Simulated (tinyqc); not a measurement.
Inside a calculation. Method: tight binding, kagome lattice. One step of it, computed by the program tinyqc.

Task: Levels at k. Diagonalise the Hermitian matrix.

H(k) at k (eV):
```
                     A                    B                    C
A             0.000000  -2.022720+0.654796i  -2.293646+0.557256i
B  -2.022720-0.654796i             0.000000  -2.537186-0.281014i
C  -2.293646-0.557256i  -2.537186+0.281014i             0.000000
```

Give: eigenvalues; weights |c|^2 of the basis functions.

Result:

eigenvalues (eV): -4.697  2.097  2.600

weights |c|^2 of the basis functions:
```
   band 1  band 2  band 3
A   0.314   0.620   0.066
B   0.333   0.344   0.324
C   0.354   0.036   0.610
```
